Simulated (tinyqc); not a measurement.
Double-gate transistor, scale length and short-channel effects: one step of the calculation.

A body of thickness ts between two insulators of thickness ti and two tied gates. Below threshold the potential that source and drain add obeys Laplace's equation and vanishes on the gate. Its lowest mode decays along the channel as exp(-k y); k is the smallest positive root of the matching condition at the interface, and the scale length is Lambda = pi/k.

Problem. Threshold shift, barrier position and swing. Along the channel psi(y) = s + a exp(y/l) + b exp(-y/l) with psi(0) = Vbi, psi(L) = Vbi + Vds and l = 1/k = Lambda/pi; with A = Vbi - s, B = A + Vds, x = exp(-L/l): a = (B - A x) x/(1 - x^2), b = (A - B x)/(1 - x^2). The minimum is s + 2 sqrt(a b), at y = (l/2) ln(b/a). The long-channel potential follows the gate as s = sT + (Vg - VTL)/m, and the threshold VT is the gate voltage at which the minimum equals sT. Swing = m Vt ln 10/g at threshold, g = d(minimum)/ds = 1 - (b x + a)/((1 + x) sqrt(a b)).

Values chosen for this exercise; permittivities: semiconductor made up, insulator close to that of aluminium oxide: temperature T = 300 K; channel length L = 37 nm; potential of the source Vbi = 1 V; potential of the barrier top at threshold sT = 0.64 V; long-channel threshold VTL = 0.35 V; long-channel body factor m = 1; drain voltage Vds = 0.7 V.

Constants: q = 1.602176634e-19 C, kB = 1.380649e-23 J/K, Vt = kB T/q. Results are converted to the units shown.

l = 5.5834123 nm

Find: s at threshold; a; b; position of the minimum; VT; swing.

Solution.

s at threshold = 0.5911 V
a = 0.001468 V
b = 0.4074 V
position of the minimum = 15.71 nm
VT = 0.3011 V
swing = 64.84 mV/decade

The threshold lies 48.9 mV below the long-channel value, and the barrier top sits at 0.42 L from the source.

tinyqc, about 0.01 s, one thread, Intel Xeon 2.30GHz (shared host): `OMP_NUM_THREADS=1 python tinyqc.py 2420042 2420043 out.jsonl`
